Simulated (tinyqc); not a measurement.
MOS capacitor on a p-type substrate, surface potential from the exact charge relation: two steps of the calculation.

Uniform p-type substrate, Boltzmann statistics, full ionisation, classical densities. psi is the surface potential against the body (positive when the bands bend down) and u = psi/Vt. Traps are spread evenly over the gap and neutral at flat band, so their charge is -q Dit psi; the minority quasi-Fermi level is shifted by Vb.

Inputs (values chosen for the exercise); band and dielectric values close to those of silicon: temperature T = 273 K; band gap Eg = 1.11 eV; relative permittivity eps_r = 11.8; conduction-band density of states at T Nc = 2.38e19 cm^-3; valence-band density of states at T Nv = 2.27e19 cm^-3; electron affinity chi = 4.1 eV; acceptor density of the substrate N = 1.4e18 cm^-3; relative permittivity of the gate insulator (close to silicon dioxide) eox = 3.9; insulator thickness tox = 12 nm; gate work function phiM = 4.74 eV; fixed charge at the interface, in units of q Nf = 1.8e11 cm^-2; density of interface traps Dit = 2.7e10 cm^-2 eV^-1; reverse bias of the inversion layer against the body Vb = 0 V; gate voltage against the body Vg = -0.8 V.

Constants: q = 1.602176634e-19 C, kB = 1.380649e-23 J/K, Vt = kB T/q, eps0 = 8.8541878128e-14 F/cm where lengths are in cm. Results are converted to the units shown.

Task 1. Flat band, threshold and scales. ni = sqrt(Nc Nv) exp(-Eg/(2 Vt)), Eg in volts; phiF = Vt ln(N/ni); Cox = eps0 eox/tox; Vfb = phiM - chi - (Eg - Vt ln(Nv/N)) - q Nf/Cox; Q0 = sqrt(2 eps0 eps_r q N Vt); r = (ni/N)^2 exp(-Vb/Vt); VT = Vfb + [(2 phiF + Vb)(1 + q Dit/Cox) + sqrt(2 eps0 eps_r q N (2 phiF + Vb))/Cox].

Give: ni; phiF; Cox; Vfb; Q0; r; VT.

Result 1.

ni = 1.3201e9 cm^-3
phiF = 0.48890 V
Cox = 0.28776 uF/cm^2
Vfb = -0.50468 V
Q0 = 105.01 nC/cm^2
r = 8.8908e-19
VT = 2.8404 V

Task 2. Newton step for the surface potential. u = psi/Vt; F^2 = exp(-u) + u - 1 + r (exp(u) - u - 1); Qs = -sign(u) Q0 F; Cs = -dQs/dpsi = (Q0/Vt) |1 - exp(-u) + r (exp(u) - 1)|/(2 F). f = Vfb + psi + (q Dit psi - Qs)/Cox - Vg, f' = 1 + (Cs + q Dit)/Cox, psi(new) = psi - f/f'.

psi after iteration 1 = -0.054625913 V
Cox = 0.28776110 uF/cm^2
Vfb = -0.50468016 V
Q0 = 105.00678 nC/cm^2
r = 8.8908019e-19

Wanted: u; F; Qs; Cs; f; f'; psi after iteration 2.

Result 2.

u = -2.322
F = 2.622
Qs = 275.3 nC/cm^2
Cs = 7.828 uF/cm^2
f = -0.7169 V
f' = 28.22
psi after iteration 2 = -0.02922 V

tinyqc, about 0.01 s, one thread, Intel Xeon 2.30GHz (shared host): `OMP_NUM_THREADS=1 python tinyqc.py 2060169 2060170 out.jsonl`
